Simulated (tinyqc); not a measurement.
What moves the results: inter-valley coupling by envelope functions against a chain of atomic planes. A value that a table varies takes the place of the one given here.

Chain: E(phi) = e0 + 2 v cos(phi) + 2 u cos(2 phi), cos(phi0) = -v/(4u), e0 = 2u + v^2/(4u); plane j = 0, 1, ... has the potential V_j = dE x_j + F (j - 30) a/4 (1 MV/m = 1e-4 V/angstrom). There are 30 barrier planes a side; with y = j - 29.5, x_j = xb (f(y) + f(Nw - y)), f(y) = 1/(1 + exp(y/L)), plus any Ge added in the well. The valley splitting is the spacing of the two lowest levels. Envelope theory: F_j solves a one-valley chain with hopping -b and diagonal 2b + V_j, b = 4u sin^2(phi0), sum F_j^2 = 1; the valleys couple by Dv = sum_j F_j^2 V_j exp(-2 i phi0 j) and split by 2|Dv|.

Inputs chosen for the exercise (near those of the Delta valleys of silicon in a SiGe well; shifted at random, so the results belong to these values and not to a real crystal):

| symbol | value | unit | meaning |
|---|---|---|---|
| a | 5.431 | angstrom | lattice constant; planes lie a/4 apart |
| u | 0.593 | eV | second-neighbour hopping |
| v | 0.636 | eV | nearest hopping |
| Nw | 37 |  | planes in the well |
| L | 0.75 | planes | interface width |
| xb | 0.26 |  | Ge fraction of the barriers |
| dE | 0.52 | eV | offset per unit Ge fraction |
| F | 8 | MV/m | field |
| xs | 0.12 |  | Ge fraction added on that plane |
| xw | 0.013 |  | mean Ge fraction of the wiggle |
| x0 | 2800 |  | start of the number sequence |
| na | 20000 |  | atoms a plane under the dot |
| js | 55 |  | plane j of a Ge spike (the well starts at j = 30) |

## Position of the spike

The spike is moved through the well; position counted from the first well plane, j - 30.

Against position:

| j - 30 | F_j^2, smooth | mean of the doublet (meV) | splitting, chain (micro-eV) | envelope | first order |
|---|---|---|---|---|---|
| 2 | 0.01873 | 29.05 | 1910 | 1872 | 2338 |
| 4 | 0.02841 | 29.53 | 2871 | 2820 | 3546 |
| 7 | 0.04104 | 30.22 | 4236 | 4180 | 5121 |
| 11 | 0.04925 | 30.79 | 5378 | 5338 | 6146 |
| 15 | 0.04639 | 30.67 | 5094 | 5064 | 5789 |
| 18 | 0.03915 | 30.20 | 4193 | 4172 | 4886 |
| 24 | 0.02103 | 29.15 | 2093 | 2065 | 2625 |
| 30 | 0.00744 | 28.47 | 717 | 710 | 928 |
| 35 | 0.00171 | 28.20 | 180 | 181 | 214 |

The splitting is largest at plane 11 among these rows (5378 micro-eV), and the smooth envelope peaks at plane 12, counting all planes; without a spike it is 23. Where the splitting exceeds 20 micro-eV the envelope theory lies within 2.0 % of the chain and first order within 30 %.

## A periodic Ge profile (wiggle well)

periods (planes): pi/phi0 1.70531, pi/(pi - phi0) 2.41782

Added fraction xw (1 - cos(2 pi (j - 30)/p)) on the well planes; p = f times the resonant period pi/(pi - phi0). At resonance the estimate is dE xw.

Against period:

| f | p (planes) | mean of the doublet (meV) | splitting, chain (micro-eV) | envelope |
|---|---|---|---|---|
| 0.90 | 2.1760 | 34.60 | 715 | 758 |
| 0.95 | 2.2969 | 34.53 | 3789 | 3906 |
| 0.98 | 2.3695 | 34.63 | 6022 | 6064 |
| 0.99 | 2.3936 | 34.67 | 6420 | 6418 |
| 1.00 | 2.4178 | 34.68 | 6568 | 6528 |
| 1.01 | 2.4420 | 34.67 | 6460 | 6393 |
| 1.02 | 2.4662 | 34.65 | 6128 | 6043 |
| 1.05 | 2.5387 | 34.54 | 4312 | 4206 |
| 1.10 | 2.6596 | 34.55 | 1367 | 1282 |
| 1.50 | 3.6267 | 34.68 | 59 | 55 |
| 3.00 | 7.2535 | 34.71 | 28 | 27 |

The splitting peaks at f = 1 with 6.57 meV, against the estimate dE xw = 6.76 meV, and is 0.92 and 0.93 of the value at f = 1 two per cent off to either side: the width of the resonance is set by the number of periods under the envelope. At f = 3 it is 28 micro-eV. The chain has one orbital a plane and knows only this resonance; longer periods that work through other bands are outside it.

## Random alloy fluctuations

A uniform fraction x is added on all planes. Each plane j then fluctuates by q sqrt(x_j (1 - x_j)/na) in Ge fraction, q = sqrt12 (z/2147483647 - 1/2) with z(new) = 16807 z mod 2147483647 from x0, restarted for each row; 24 samples. Theory: Dv is a complex Gaussian with sigma^2 = dE^2 sum F_j^4 x_j (1 - x_j)/na, and the mean splitting is sqrt(pi) sigma if the smooth part is negligible.

Splitting (micro-eV):

| x | sigma | sqrt(pi) sigma | mean of 24 | least | largest |
|---|---|---|---|---|---|
| 0.00 | 21.1 | 37.3 | 42.3 | 0.9 | 87.7 |
| 0.01 | 72.3 | 128.2 | 101.5 | 6.0 | 237.3 |
| 0.02 | 99.6 | 176.6 | 139.1 | 10.5 | 322.8 |
| 0.05 | 153.0 | 271.3 | 214.4 | 19.7 | 490.4 |
| 0.10 | 209.7 | 371.7 | 295.0 | 40.7 | 669.2 |

Without added Ge the disorder sits in the barriers, where the state is small: mean 42.3 micro-eV, against 23 for the smooth well. With 5 % Ge in the well the mean is 214, theory 271, with a statistical error of about 11 % for 24 samples; the miss is -21 %, and since every row reuses one sequence the rows with added Ge miss alike. The spread grows with the mean: at 5 % the samples run from 20 to 490, so small splittings remain possible. sigma falls as 1/sqrt(na) for larger dots. A chain with one orbital a plane has no Bloch-function factor, which scales all these couplings down in fuller models.

## What each parameter does

Chain with the spike on plane js. Each row changes one parameter from the base and keeps the others.

Results:

| case | level (meV) | splitting (micro-eV) |
|---|---|---|
| base | 29.004 | 1778.5 |
| Nw = 43 | 28.567 | 1948.3 |
| L = 1.25 planes | 29.808 | 1873.8 |
| xb = 0.31 | 29.617 | 1861.8 |
| dE = 0.572 eV | 29.413 | 1966.8 |
| F = 10 MV/m | 32.442 | 1460.5 |
| js = 58 | 28.648 | 1099.1 |
| xs = 0.156 | 29.203 | 2175.5 |

The largest shifts from the base row, up to three for each result and ties (the steps differ in size, so this ranks the rows, not the parameters). level (meV): F +3.438, L +0.804, xb +0.613. splitting (micro-eV): js -679.5, xs +397.0, F -318.0.

(tinyqc, `OMP_NUM_THREADS=1 python tinyqc.py 1451064 1451065 out.jsonl`, Intel(R) Xeon(R) Processor @ 2.30GHz, 1 thread, shared host, about 0.09 s.)
